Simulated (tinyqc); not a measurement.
# Threshold and carrier lifetime from two turn-on delays

Problem. With a constant carrier lifetime tau, a current step from 0 to I reaches threshold after td = tau ln(I/(I - Ith)). Find Ith and tau.

turn-on delay for steps from 0 to 76 and to 150 mA (ns): 1.6089552  0.60819766

Answer. The ratio of the delays holds no tau and rises steadily with Ith, so it has one root below the smaller current.

Ith = 50.0 mA
tau = 1.50 ns

tinyqc, about 0.01 s, one thread, Intel Xeon 2.30GHz (shared host): `OMP_NUM_THREADS=1 python tinyqc.py 2840108 2840109 out.jsonl`
